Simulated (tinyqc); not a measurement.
Inside a calculation. Method: Luttinger-Kohn k.p, four valence bands. Computed by tinyqc, a small Python program that keeps every step. Settings: g1 = 3.99, g2 = 0.69, g3 = 1.48. Command: `OMP_NUM_THREADS=1 python tinyqc.py 28451 28452 out.jsonl` (the two numbers bound the seeds that draw the settings). One thread of a shared host (Intel(R) Xeon(R) Processor @ 2.60GHz), about 0.01 s of CPU time with the checks.

## Bloch Hamiltonian at k

Luttinger parameters chosen for this model; energies are counted downward from the top of the valence band:

| parameter | value | unit |
|---|---|---|
| g1 | 3.990000 |  |
| g2 | 0.690000 |  |
| g3 | 1.480000 |  |

k point k (1/angstrom): -0.0360  0.0270  -0.0260

P = c g1 k^2, Q = c g2 (kx^2 + ky^2 - 2 kz^2), R = c sqrt3 [-g2 (kx^2 - ky^2) + 2i g3 kx ky], S = 2 c sqrt3 g3 (kx - i ky) kz, c = hbar^2/2m = 3.809982 eV angstrom^2; rows [P+Q, -S, R, 0], [-S*, P-Q, 0, R], [R*, 0, P-Q, S], [0, R*, S*, P+Q]. The path ends lie at |k| = 0.05 1/angstrom.

H(k) at k (eV), lower triangle (Hermitian):
```
                  3/2              1/2            -1/2    -3/2
3/2            0.0428
1/2   -0.0183+0.0137i           0.0393
-1/2  -0.0026+0.0190i           0.0000          0.0393
-3/2           0.0000  -0.0026+0.0190i  0.0183-0.0137i  0.0428
```

## Levels at k

Diagonalise the Hermitian matrix.

eigenvalues (eV): 0.0112  0.0112  0.0709  0.0709

## Bands along a path

The same steps at evenly spaced points between the labelled ones.

Bands along the path (eV):

| k | band 1 | band 2 | band 3 | band 4 |
|---|---|---|---|---|
| [111] | 0.0098 | 0.0098 | 0.0662 | 0.0662 |
| [111]-G 0.20 | 0.0063 | 0.0063 | 0.0424 | 0.0424 |
| [111]-G 0.40 | 0.0035 | 0.0035 | 0.0238 | 0.0238 |
| [111]-G 0.60 | 0.0016 | 0.0016 | 0.0106 | 0.0106 |
| [111]-G 0.80 | 3.92e-04 | 3.92e-04 | 0.0026 | 0.0026 |
| G | 0.0000 | 0.0000 | 0.0000 | 0.0000 |
| G-[100] 0.20 | 0.0010 | 0.0010 | 0.0020 | 0.0020 |
| G-[100] 0.40 | 0.0040 | 0.0040 | 0.0082 | 0.0082 |
| G-[100] 0.60 | 0.0089 | 0.0089 | 0.0184 | 0.0184 |
| G-[100] 0.80 | 0.0159 | 0.0159 | 0.0327 | 0.0327 |
| [100] | 0.0249 | 0.0249 | 0.0511 | 0.0511 |

## Hole masses

E = c [g1 k^2 -/+ 2 sqrt(g2^2 k^4 + 3 (g3^2 - g2^2)(kx^2 ky^2 + ky^2 kz^2 + kz^2 kx^2))] with c = hbar^2/2m, and m* = hbar^2 k^2 / (2 E).

Masses (electron masses):

| direction | heavy | light |
|---|---|---|
| [100] | 0.3831 | 0.1862 |
| [110] | 0.7489 | 0.1505 |
| [111] | 0.9709 | 0.1439 |
